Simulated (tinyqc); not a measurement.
Exchange-only LDA atom on a uniform radial grid, spin-unpolarised, for Li, step by step. Computed by tinyqc, a small Python program that keeps every step. Settings: Z = 3, points = 128, R = 16.8, functional = Slater exchange alone, mixing = 0.4, iteration cap = 63. Command: `OMP_NUM_THREADS=1 python tinyqc.py 29139 29140 out.jsonl` (the two numbers bound the seeds that draw the settings). One thread of a shared host (Intel(R) Xeon(R) Processor @ 2.60GHz), about 0.1 s of CPU time with the checks. Later iterations appear only in the table of the cycle.

## Iteration 1

Spherical atom on a uniform radial grid r_j = j h with h = R/(N + 1), h sum u^2 = 1 and integrals as h times sums, u(0) = u(R) = 0 (atomic units):
```
parameter            value
Z                        3
points N               128
R                16.800000
h                 0.130233
mixing            0.400000
electrons in 1s          2
electrons in 2s          1
```

Three-point differences turn -u''/2 + [l(l+1)/2r^2 - Z/r + V] u = e u into a tridiagonal matrix (diagonal 1/h^2 + potential, off-diagonal -1/2h^2). D = sum f u^2; the Hartree potential y/r solves y'' = -D/r with y(0) = 0, y(R) = N_e; v_xc comes from rho = D/(4 pi r^2); E = sum f e - int D V + int D (V_H/2 + eps_xc); V(new) = V + mixing (V_H + v_xc - V).

eigenvalues (hartree): 1s -4.34025, 2s -1.11447

Every 8th grid point:
```
r            V in     u(1s)      u(2s)         D      V_H       v_xc
1.04186   0.00000   0.49435   -0.43647   0.67926  2.45483   -0.36229
2.08372   0.00000   0.04677   -0.71549   0.51630  1.39607   -0.20829
3.12558   0.00000   0.00332   -0.39558   0.15650  0.95606   -0.10678
4.16744   0.00000   0.00021   -0.15914   0.02533  0.71959   -0.04803
5.20930   0.00000  1.24e-05   -0.05467   0.00299  0.57587   -0.02030
6.25116   0.00000  7.03e-07   -0.01707   0.00029  0.47991   -0.00828
7.29302   0.00000  3.88e-08   -0.00500  2.50e-05  0.41135   -0.00329
8.33488   0.00000  2.10e-09   -0.00140  1.96e-06  0.35993   -0.00129
9.37674   0.00000  1.12e-10   -0.00038  1.44e-07  0.31994   -0.00050
10.41860  0.00000         0   -0.00010  9.95e-09  0.28795   -0.00019
11.46047  0.00000         0  -2.57e-05  6.60e-10  0.26177   -0.00007
12.50233  0.00000         0  -6.51e-06  4.23e-11  0.23996  -2.74e-05
13.54419  0.00000         0  -1.62e-06         0  0.22150    0.00000
14.58605  0.00000         0  -3.99e-07         0  0.20568    0.00000
15.62791  0.00000         0  -9.34e-08         0  0.19196    0.00000
16.66977  0.00000         0  -7.04e-09         0  0.17997    0.00000
```

total energy = -6.4296593 hartree

## Iteration 2

As before.

eigenvalues (hartree): 1s -3.05541, 2s -0.58578

Every 8th grid point:
```
r            V in     u(1s)      u(2s)         D      V_H       v_xc
1.04186   0.83702   0.55363   -0.26485   0.68315  2.35429   -0.36298
2.08372   0.47511   0.07388   -0.67159   0.46195  1.35586   -0.20071
3.12558   0.33971   0.00777   -0.51818   0.26864  0.94677   -0.12785
4.16744   0.26862   0.00074   -0.29312   0.08592  0.71801   -0.07217
5.20930   0.22223   0.00007   -0.14314   0.02049  0.57564   -0.03857
6.25116   0.18865  5.90e-06   -0.06422   0.00412  0.47988   -0.02002
7.29302   0.16322  5.07e-07   -0.02727   0.00074  0.41135   -0.01020
8.33488   0.14346  4.29e-08   -0.01114   0.00012  0.35993   -0.00514
9.37674   0.12778  3.59e-09   -0.00442  1.96e-05  0.31994   -0.00257
10.41860  0.11510  2.98e-10   -0.00172  2.95e-06  0.28795   -0.00127
11.46047  0.10468  2.46e-11   -0.00065  4.29e-07  0.26177   -0.00063
12.50233  0.09597         0   -0.00025  6.06e-08  0.23996   -0.00031
13.54419  0.08860         0   -0.00009  8.33e-09  0.22150   -0.00015
14.58605  0.08227         0  -3.31e-05  1.10e-09  0.20568   -0.00007
15.62791  0.07679         0  -1.10e-05  1.21e-10  0.19196  -3.35e-05
16.66977  0.07199         0  -9.94e-07         0  0.17997    0.00000
```

total energy = -6.7287407 hartree

## Convergence

Stop when input and output potentials agree to 1e-7.

Course of the cycle (hartree):
```
iteration           E     e(1s)     e(2s)  largest |V(out) - V(in)|
1          -6.4296593  -4.34025  -1.11447                  4.36e+00
2          -6.7287407  -3.05541  -0.58578                  2.23e+00
3          -6.8341641  -2.38758  -0.32990                  1.10e+00
4          -6.8686658  -2.04618  -0.20417                  5.25e-01
5          -6.8793703  -1.87497  -0.14151                  2.48e-01
6          -6.8825560  -1.79090  -0.10999                  1.16e-01
7          -6.8834762  -1.75049  -0.09404                  5.44e-02
8          -6.8837381  -1.73153  -0.08597                  2.52e-02
9          -6.8838126  -1.72286  -0.08189                  1.13e-02
10         -6.8838340  -1.71905  -0.07983                  5.36e-03
11         -6.8838402  -1.71747  -0.07881                  2.84e-03
...               ...       ...       ...                       ...
23         -6.8838429  -1.71694  -0.07787                  1.03e-05
24         -6.8838429  -1.71694  -0.07787                  6.34e-06
25         -6.8838429  -1.71694  -0.07787                  3.90e-06
26         -6.8838429  -1.71695  -0.07787                  2.39e-06
27         -6.8838429  -1.71695  -0.07787                  1.47e-06
28         -6.8838429  -1.71695  -0.07787                  8.96e-07
29         -6.8838429  -1.71695  -0.07787                  5.47e-07
30         -6.8838429  -1.71695  -0.07787                  3.35e-07
31         -6.8838429  -1.71695  -0.07787                  2.07e-07
32         -6.8838429  -1.71695  -0.07787                  1.27e-07
33         -6.8838429  -1.71695  -0.07787                  7.81e-08
```

Converged in 33 iterations. A uniform grid resolves the cusp poorly: for a bare nucleus this grid gives 1s at -4.34025 against -Z^2/2 = -4.5 hartree. Before convergence this energy mixes input and output and is not variational, so it may rise towards its limit.
